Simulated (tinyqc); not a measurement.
The fan of levels: Landau levels of a non-parabolic (Kane) conduction band at kz = 0.

Three-level Kane model: E = (N + 1/2) 2 muB B/m(E) + s g(E) muB B, s = +/-1/2, with 1/m(E) = 1 + (Ep/3)(2/(E + Eg) + 1/(E + Eg + Dso)) and g(E) = 2 - (2 Ep/3)(1/(E + Eg) - 1/(E + Eg + Dso)); E from the band edge, solved self-consistently; remote bands are left out, and so is the confinement energy of a real sheet, which raises m and lowers |g|.

In a field B along z: l = 1/sqrt((e/hbar) B) is the magnetic length, n_B = B/(h/e) the number of states per area in one level, hbar wc = 2 muB B/m for mass m in m0; 1/angstrom^2 = 1e16/cm^2.

Constants: e/hbar = 1.519267448e-05 1/(T angstrom^2); h/e = 413566.7697 T angstrom^2; muB = 5.788381798e-05 eV/T.

Parameters, chosen for this exercise (near those of GaSb; not measured data):
- Eg = 0.777 eV (gap)
- Dso = 0.765 eV (spin-orbit splitting)
- Ep = 26.6 eV (Kane energy)
- Bs = (1, 2, 3, 5, 7, 10, 14) T (fields)

The four lowest levels against B, with their labels in order.

Levels (meV):
```
B (T)  first  second  third  fourth        order
1.00    1.44    1.98   4.84    5.37  0+ 0- 1+ 1-
2.00    2.88    3.94   9.63   10.68  0+ 0- 1+ 1-
3.00    4.31    5.90  14.38   15.92  0+ 0- 1+ 1-
5.00    7.16    9.78  23.74   26.22  0+ 0- 1+ 1-
7.00   10.01   13.63  32.92   36.29  0+ 0- 1+ 1-
10.0   14.24   19.33  46.41   50.99  0+ 0- 1+ 1-
14.0   19.84   26.82  63.86   69.92  0+ 0- 1+ 1-
```

The fourth level grows as B^0.99 over the first two rows and B^0.94 over the last two (1 for a parabolic band without a fixed offset such as a valley splitting, 1/2 for massless Dirac electrons). The order of the levels does not change. At the highest field the lowest level has m(E) = 0.0346 and g(E) = -8.9, against 0.0338 and -9.3 at the edge.

Run: tinyqc, `OMP_NUM_THREADS=1 python tinyqc.py 1252243 1252244 out.jsonl`; Intel(R) Xeon(R) Processor @ 2.30GHz, one thread, shared host; about 0.03 s of CPU time with all checks.
